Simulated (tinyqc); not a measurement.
k.p values derived from sp3s* tight binding at Gamma, step by step. Values are carried at full precision from step to step, so a last printed digit may differ when a step is redone from the rounded ones.

At Gamma the states are two-level mixtures: s-like S+ (upper) and S- (lower) from [[Esa, Vss], [Vss, Esc]], p-like P- (valence) and P+ from [[Epa, Vxx], [Vxx, Epc]], and the bare s* levels. With real k in 1/angstrom and kz = 0, the phase sums over the four bonds are g0 = 1 - (a k/4)^2/2, g1 = i a kx/4, g3 = -(a/4)^2 kx ky to second order. Each mixture is written (anion, cation) with the anion part positive. c = hbar^2/2m0. No spin-orbit coupling.

Constants: hbar^2/2m0 = 3.80998211 eV angstrom^2.

Inputs chosen for the exercise (near a published set for GaP, fitted to gaps, whose masses and valley positions are rough; shifted at random, so the results belong to these values and not to a real crystal):
```
symbol  value   unit      meaning
Esa     -8.141  eV        s level of the anion
Esc     -2.207  eV        s level of the cation
Epa     1.13    eV        p level of the anion
Epc     4.135   eV        p level of the cation
Vss     -7.456  eV        s-s
Vxx     2.157   eV        px-px
a       5.45    angstrom  lattice constant
Vsapc   4.295   eV        s anion, p cation
Vscpa   6.303   eV        s cation, p anion
Vxapc   4.674   eV        s* anion, p cation
Vpaxc   5.088   eV        p anion, s* cation
Exa     8.506   eV        s* level of the anion
Exc     7.204   eV        s* level of the cation
Vxy     5.13    eV        px-py
```

## States at Gamma

Solve the two blocks.

States:
```
state    E (eV)  anion part  cation part
S-     -13.1987     0.82757      0.56137
P-       0.0038     0.88645     -0.46283
S+       2.8507     0.56137     -0.82757
P+       5.2612     0.46283      0.88645
```

## Linear terms and the Kane energy

<s state|dH/dkx|x state> = i P with P = (a/4)(sa pc Vsapc + sc pa Vscpa), sa, sc and pa, pc being the parts of the two states; for s* on the anion P = (a/4) pc Vxapc, on the cation (a/4) pa Vpaxc. Ep = P^2/c for S+ to P-.

Couplings:
```
pair       P (eV angstrom)  E(first) - E(second) (eV)
S+ to P-           -7.8204                     2.8469
S+ to P+           -0.3773                    -2.4106
S- to P-            2.0320                   -13.2024
s*a to P-          -2.9475                     8.5022
s*c to P-           6.1452                     7.2002
```

Ep = 16.052 eV

The two terms of S+ to P- have the same sign and add: S+ and P- both change sign from anion to cation. An on-site momentum element between s and p, which real atoms have, is absent from this model.

## Electron mass

m0/m = [<S+|d2H/dkx^2|S+>/2 + sum P^2/(E(S+) - E(P))]/c over P- and P+, with the direct term -(a/4)^2 sa sc Vss.

parts of m0/m: direct -1.688, from P- 5.639, from P+ -0.016

mass = 0.2541 m0

The valence band supplies 143 % of m0/m; the direct term, which stands in for the free-electron 1, is -1.69. S+ is not the lowest valley of GaP; this is the mass of the Gamma level.

## Valence parameters L, M, N and the Luttinger values

Direct terms d0 = -(a/4)^2 pa pc Vxx, dN = -2 (a/4)^2 pa pc Vxy for P-. F = sum P^2/(E(P-) - E(s)) over S+, S-, s*a, s*c. The y state of P- couples to the z state of P+ through Q = (a/4) Vxy (pa p'c - pc p'a), primes for P+, and H1 = Q^2/(E(P-) - E(P+)). L = d0 + F, M = d0 + H1, N = dN + F + H1; g1 = -(L + 2M)/(3c), g2 = -(L - M)/(6c), g3 = -N/(6c).

d0, dN, F, Q, H1 (eV angstrom^2; Q in eV angstrom): [1.6429, 7.8144, -27.4367, 6.9896, -9.2925]

L, M, N (eV angstrom^2): [-25.794, -7.650, -28.915]

g1, g2, g3: [3.595, 0.794, 1.265]

Along [100] the masses without spin-orbit coupling are c/|L| = 0.148 (one band) and c/|M| = 0.498 (two bands).

## Checks

- Electron mass against a finite difference of the full bands: both 0.2541.
- L and M against finite differences along [100]: largest relative difference 7.1e-06.
- Lowest curvature along [111], (L + 2M + 2N)/3, against a finite difference: both -32.974.

Computed by tinyqc, a small Python program: `OMP_NUM_THREADS=1 python tinyqc.py 1450659 1450660 out.jsonl` (the numbers bound the seed that draws the inputs); one thread of a shared host (Intel(R) Xeon(R) Processor @ 2.30GHz), about 0.01 s for the whole set of steps.
